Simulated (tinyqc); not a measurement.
What moves the optical constants: free-carrier optics of a doped semiconductor (Drude model with one polar phonon).

eps(E) = ei [1 - Ep^2/(E^2 + i E Gam)] + (es - ei) wT^2/(wT^2 - E^2 - i E gT), with Ep^2 = 8 pi c (e^2/(4 pi eps0)) N/(m ei), c = hbar^2/2m0, N in 1/angstrom^3 (1e-24 per 1/cm^3); Gam = hbar/tau, tau = mu m m0/e with m0/e = 5.685630e-12 kg/C and mu in m^2/(V s). Energies in meV.

n + i k = sqrt(eps1 + i eps2) with k >= 0; R = ((n - 1)^2 + k^2)/((n + 1)^2 + k^2) at normal incidence from vacuum; alpha = 2 E k/(hbar c), times 1e8 for 1/cm; loss function Im(-1/eps) = eps2/(eps1^2 + eps2^2).

Constants: hbar^2/2m0 = 3.80998211 eV angstrom^2; e^2/(4 pi eps0) = 14.39964547 eV angstrom; hbar = 6.58211957e-16 eV s; hbar c = 1973.269805 eV angstrom.

Values chosen for the exercise (mass and dielectric values near those of GaAs; N and mu are free inputs; interband absorption and the rise of the mass with filling are left out; the results hold for these values, not for the real material): N = 6.2e+17 1/cm^3 (carrier density); m = 0.0693 m0 (conductivity mass); mu = 1600 cm^2/(V s) (mobility); ei = 10.61 (high-frequency dielectric constant); wT = 33.8 meV (TO phonon); es = 12.73 (static dielectric constant); gT = 0.2 meV (phonon damping); E = 51.7 meV (photon energy).

At the energy E.

Results for these values:

| case | Ep (meV) | Gam (meV) | R | alpha (1/cm) |
|---|---|---|---|---|
| base | 34.10 | 10.44 | 0.1376 | 1.10e+03 |

What happens to each result for E = 62 meV, all else kept?

Answer: Ep does not change at the printed digits; Gam does not change at the printed digits; R rises from 0.1376 to 0.1940; alpha falls from 1.10e+03 to 648.

The same for each parameter in turn:

| case | Ep (meV) | Gam (meV) | R | alpha (1/cm) |
|---|---|---|---|---|
| base | 34.10 | 10.44 | 0.1376 | 1.10e+03 |
| N = 9.3e+17 1/cm^3 | 41.76 | 10.44 | 0.0776 | 2.22e+03 |
| m = 0.0832 m0 | 31.12 | 8.70 | 0.1573 | 727 |
| mu = 960 cm^2/(V s) | 34.10 | 17.40 | 0.1533 | 1.65e+03 |
| ei = 11.14 | 33.28 | 10.44 | 0.1661 | 1.00e+03 |
| E = 62 meV | 34.10 | 10.44 | 0.1940 | 648 |

tinyqc: `OMP_NUM_THREADS=1 python tinyqc.py 1681079 1681080 out.jsonl`; about 0.01 s, one thread, shared Intel(R) Xeon(R) Processor @ 2.30GHz.
